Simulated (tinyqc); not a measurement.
Tunnel rates from the two plateau currents.

Question. With only the 0-1 transition of a spin-degenerate level in the bias window, I = 2 q G_in G_out/(2 G_in + G_out). Find GL and GR.

Constants: q = 1.602176634e-19 C. Results are converted to the units shown.

sizes of the plateau currents for electrons entering from the left and from the right (pA): 204.63444  283.12436

Solution. q/I(left) = 1/GR + 1/(2 GL) and q/I(right) = 1/GL + 1/(2 GR) are linear in 1/GL and 1/GR.

GL = 4.30 1/ns
GR = 1.50 1/ns

Numbers from tinyqc (`OMP_NUM_THREADS=1 python tinyqc.py 2780040 2780041 out.jsonl`; about 0.01 s on one thread of a shared Intel Xeon 2.30GHz).
